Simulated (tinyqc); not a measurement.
From results back to parameters: deformation-potential model of the X valleys of a conduction band. Three cases, with inputs chosen for the exercise.

Problem. An ellipsoidal valley with ml > mt has the density-of-states mass m_d = (ml mt^2)^(1/3) and, averaged over equivalent valleys, the conductivity mass m_c = 3/(1/ml + 2/mt).

Case 1.

m_d = 0.5054525 m0
m_c = 0.3628710 m0

Case 2.

m_d = 0.3487756 m0
m_c = 0.2668883 m0

Case 3.

m_d = 0.3616899 m0
m_c = 0.2828695 m0

Find: K = ml/mt; mt; ml.

Solution. With K = ml/mt, m_d/m_c = K^(1/3) (2 + 1/K)/3, which rises steadily for K > 1 and so fixes K; then mt = m_d K^(-1/3) and ml = K mt.

Case 1.

K = ml/mt = 7.519
mt = 0.258 m0
ml = 1.940 m0

Case 2.

K = ml/mt = 5.902
mt = 0.193 m0
ml = 1.139 m0

Case 3.

K = ml/mt = 5.413
mt = 0.206 m0
ml = 1.115 m0

Computed by tinyqc, one run a case: `OMP_NUM_THREADS=1 python tinyqc.py N N+1 out.jsonl` with N = 1080408, 1080722, 1080779; one thread of a shared Intel(R) Xeon(R) Processor @ 2.30GHz, about 0.04 s a run at most.
